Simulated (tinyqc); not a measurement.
Cabrera-Mott growth of a thin oxide under its own electric field: one step, computed by the program tinyqc.

Electrons cross the film freely and set a fixed potential V across it; the field V/x lowers the barrier for ions entering the oxide.

Problem. Scales. u = u0 exp(-W/(k_B T)), X1 = z b V/(k_B T) with V in volts and k_B T in eV; dx/dt = u exp(X1/x).

Inputs (values chosen for the exercise, for a model metal):
```
quantity                     value        unit
barrier W                     1.41          eV
Mott potential V               1.4           V
ion charge number z              1           -
half jump distance b           1.8    angstrom
prefactor u0 = N Omega nu  1.6e+12  angstrom/s
temperature T                  250           K
```

Backward hops: ignored.

Constants: k_B = 8.617333262e-05 eV/K.

Give: u; X1.

Solution.

u = 6.022e-17 angstrom/s

X1 = 117.0 angstrom
